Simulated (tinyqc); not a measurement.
Comparisons within one model: two-band tight binding of a puckered layer. A value that a table varies takes the place of the one given here.

With X = kx ax/2 and Y = ky ay/2: h = t2 + 2 cos(Y) (t1 exp(iX) + t3 exp(-iX)) + t5 exp(2iX), d = 4 t4 cos(X) cos(Y), H = [[d, h], [h*, d]], E = d -/+ |h|.

Constants: hbar^2/2m0 = 3.80998211 eV angstrom^2.

Inputs chosen for the exercise (near a published set for monolayer black phosphorus; the results hold for these values, not for the real material): ax = 4.58 angstrom (period along x (armchair)); ay = 3.31 angstrom (period along y (zigzag)); t1 = -1.208 eV (along the zigzag); t2 = 3.647 eV (across the pucker); t3 = -0.224 eV (second in the sheet); t4 = -0.099 eV (same sublattice); t5 = -0.06 eV (far across).

## Mass and optical strength against direction

masses (m0):
```
                x        y
electron  0.15247  0.85337
hole      0.16629  1.12723
```

chi = -4.78152 eV angstrom

Angle from x. 1/m(theta) = cos^2/mx + sin^2/my. Near Gamma only x-polarised light couples the bands, with strength chi^2 cos^2(theta), chi = ax (t1 - t3 + t5) = d Im(h)/dkx; the positions of the atoms inside the cell, which would change this dipole but not the masses, are left out. The last column is the transition energy at |k| = 0.1 1/angstrom from the full bands, less the gap.

Against angle:
```
theta (deg)  m_e (m0)  m_h (m0)  strength (eV^2 angstrom^2)  rise of the transition (eV)
0               0.152     0.166                       22.86                       0.4198
15              0.161     0.176                       21.33                       0.3987
30              0.192     0.211                       17.15                       0.3398
45              0.259     0.290                       11.43                       0.2565
60              0.397     0.461                        5.72                       0.1696
75              0.652     0.813                        1.53                       0.1032
85              0.825     1.080                        0.17                       0.0811
90              0.853     1.127                        0.00                       0.0783
```

The light-mass direction rules: at 45 degrees the electron mass is still 0.259, 1.70 times the value along x, against 5.6 times at 90 degrees. At |k| = 0.1 the transition has risen 5.4 times as much along x as along y.

## Closing the gap

t2 is lowered; h0 = t2 + 2 t1 + 2 t3 + t5, c = hbar^2/2m0. For h0 > 0 the gap is 2 h0 at Gamma. For h0 < 0 the bands touch at kx = 0, cos(Y) = -(t2 + t5)/(2 (t1 + t3)).

Against t2:
```
t2 (eV)  h0 (eV)  gap (eV)  electron mass along x (m0)  ky of the nodes (1/angstrom)
3.8        0.876     1.752                      0.1714                             -
3.6        0.676     1.352                      0.1460                             -
3.4        0.476     0.952                      0.1148                             -
3.2        0.276     0.552                      0.0753                             -
3.0        0.076     0.152                      0.0239                             -
2.8       -0.124     0.000                           -                        0.1785
2.6       -0.324     0.000                           -                        0.2902
2.4       -0.524     0.000                           -                        0.3713
```

The gap closes at t2 = 2.924 eV. On the way the mass along x falls with the gap and tends to 2 c h0/chi^2 as it closes, while that along y stays. Beyond it two Dirac nodes move apart along the zigzag direction, to ky = +/-0.371 1/angstrom in the last row. The mass formula is c/(ex + gx + chi^2/(2 h0)) with chi = ax (t1 - t3 + t5), gx = -ax^2 ((t1 + t3)/4 + t5/2), ex = -t4 ax^2/2.

## What each parameter does

Gap at Gamma and masses m/m0 = c q^2/|E(q) - E(0)| with q = 0.001 1/angstrom, c = hbar^2/2m0. Each row changes one parameter from the base and keeps the others.

Results:
```
case                 gap (eV)   m_e x   m_h x  m_e y  m_h y
base                   1.4460  0.1525  0.1663  0.853  1.127
t1 = -1.178 eV         1.5660  0.1672  0.1839  0.869  1.155
t2 = 3.677 eV          1.5060  0.1564  0.1710  0.853  1.127
t3 = -0.194 eV         1.5660  0.1557  0.1701  0.869  1.155
t4 = -0.069 eV         1.4460  0.1544  0.1640  0.886  1.075
t5 = -0.03 eV          1.5060  0.1643  0.1805  0.853  1.127
ax = 4.717 angstrom    1.4460  0.1437  0.1568  0.853  1.127
```

The largest shifts from the base row, up to three for each result and ties (the steps differ in size, so this ranks the rows, not the parameters). gap (eV): t1 +0.1200, t3 +0.1200, t2 +0.0600, t5 +0.0600; unchanged at the printed digits by t4 and ax. m_e x: t1 +0.0147, t5 +0.0119, ax -0.0087. m_h x: t1 +0.0176, t5 +0.0142, ax -0.0095. m_e y: t4 +0.033, t1 +0.016, t3 +0.016; unchanged at the printed digits by t2, t5 and ax. m_h y: t4 -0.052, t1 +0.028, t3 +0.028; unchanged at the printed digits by t2, t5 and ax.

tinyqc: `OMP_NUM_THREADS=1 python tinyqc.py 1450661 1450662 out.jsonl`; about 0.01 s, one thread, shared Intel(R) Xeon(R) Processor @ 2.30GHz.
